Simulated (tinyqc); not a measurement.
Worked calculation: band offset of a heterojunction with an interface dipole (two-band chains, self-consistent charge). Values are carried at full precision from step to step, so a last printed digit may differ when a step is redone from the rounded ones.

Sites alternate A, C. Left: A at -G1/2, C at +G1/2, hopping -t1; right: A at D - G2/2, C at D + G2/2, hopping -t2; the bonds across the two interfaces of a ring (C left to A right, C right to A left) have -sqrt(t1 t2). D is the offset of the mid-gaps, so Ev(right) - Ev(left) = D - (G2 - G1)/2 and Ec(right) - Ec(left) = D + (G2 - G1)/2. The closing bond has its sign reversed (antiperiodic ring). Half the levels are filled with two electrons each. The charge moved is q = (electrons on the left) less one a site; the mean over the two interfaces, q/2, is taken as the charge that crosses each, and its dipole opposes the offset: D = D0 - u q/2.

Inputs chosen for the exercise (gaps near those of InGaAs and InP; the chains and D0 are free models, so the offsets are not those of the real pair; the results hold for these values, not for the real material):
```
symbol  value  unit  meaning
G1      0.77   eV    gap on the left
G2      1.32   eV    gap on the right
t1      1.67   eV    hopping on the left
t2      1.98   eV    hopping on the right
D0      0.27   eV    mid-gap of the right side above that of the left, without dipole
n       2            cells a side in the small ring
u       3.2    eV    potential step per electron moved across
mx      0.8          mixing
```

## The small ring at D = D0

Fill in H.

H (eV), rows AL1, CL1, AL2, CL2, AR1, CR1, AR2, CR2 and columns alike:
```
[[-0.3850, -1.6700, 0, 0, 0, 0, 0, 1.8184],
 [-1.6700, 0.3850, -1.6700, 0, 0, 0, 0, 0],
 [0, -1.6700, -0.3850, -1.6700, 0, 0, 0, 0],
 [0, 0, -1.6700, 0.3850, -1.8184, 0, 0, 0],
 [0, 0, 0, -1.8184, -0.3900, -1.9800, 0, 0],
 [0, 0, 0, 0, -1.9800, 0.9300, -1.9800, 0],
 [0, 0, 0, 0, 0, -1.9800, -0.3900, -1.9800],
 [1.8184, 0, 0, 0, 0, 0, -1.9800, 0.9300]]
```

## Levels and site charges

Diagonalise, fill the lower half with two electrons each, and sum the electrons on the left (L) less one a site.

levels (eV): [-3.3932, -3.1638, -1.4153, -1.2968, 1.4584, 1.7350, 3.2942, 3.8615]

electrons on the sites: AL1 1.2587, CL1 0.7945, AL2 1.2406, CL2 0.7958, AR1 1.2386, CR1 0.7100, AR2 1.2570, CR2 0.7049

q = 0.0896 electrons

Electrons move to the left, the side whose mid-gap lies lower.

## Self-consistent offset

From here on the ring has 24 cells a side.

Start at D = D0; D(out) = D0 - u q(D)/2; D(new) = D + mx (D(out) - D); stop when |D(out) - D| < 1e-7 eV.

Iterations:
```
i     D (eV)        q  D(out) (eV)  D(out) - D
0    0.27000  0.14069      0.04490      -0.225
1    0.08992  0.04637      0.19581       0.106
2    0.17463  0.09038      0.12540     -0.0492
3    0.13524  0.06986      0.15823      0.0230
4    0.15363  0.07942      0.14293     -0.0107
5    0.14507  0.07496      0.15006     0.00499
6    0.14906  0.07704      0.14673    -0.00233
7    0.14720  0.07607      0.14828     0.00108
8    0.14807  0.07652      0.14756   -0.000506
...      ...      ...          ...         ...
16   0.14779  0.07638      0.14779   -1.13e-06
17   0.14779  0.07638      0.14779    5.25e-07
18   0.14779  0.07638      0.14779   -2.45e-07
19   0.14779  0.07638      0.14779    1.14e-07
20   0.14779  0.07638      0.14779   -5.32e-08
```

D = 0.1478 eV

Converged at i = 20: the dipole removes 45 % of the starting offset.

## Linear response

chi = (q(+h) - q(-h))/(2h) at D = 0 with h = 0.01 eV; S = 1/(1 + u chi/2); linear estimate D = S D0.

chi = 0.51504 1/eV
S = 0.5482
linear estimate of D = 0.1480 eV

The self-consistent value is 0.1478 eV, -0.2 meV from the estimate. At D = 0 no net charge crosses: the mid-gaps are the neutrality levels of these symmetric chains.

## The line-up

Ev(right) - Ev(left) = D - (G2 - G1)/2 and Ec(right) - Ec(left) = D + (G2 - G1)/2, for D0, for the self-consistent D and for D = 0. Type I: the offsets have opposite signs; type III: one valence edge lies above the other conduction edge; else type II.

Offsets (eV):
```
case                           D  valence  conduction                 type
no dipole                  0.270   -0.005       0.545  type I (straddling)
self-consistent            0.148   -0.127       0.423  type I (straddling)
neutrality levels aligned  0.000   -0.275       0.275  type I (straddling)
```

The dipole shifts both offsets alike and leaves the type.

## Checks

- q at D = 0 against zero, as particle-hole symmetry demands: both 0.000000.
- q at the self-consistent D on 24 against 48 cells a side: both 0.0764.

tinyqc: `OMP_NUM_THREADS=1 python tinyqc.py 1482152 1482153 out.jsonl`; about 0.3 s, one thread, shared Intel(R) Xeon(R) Processor @ 2.30GHz.
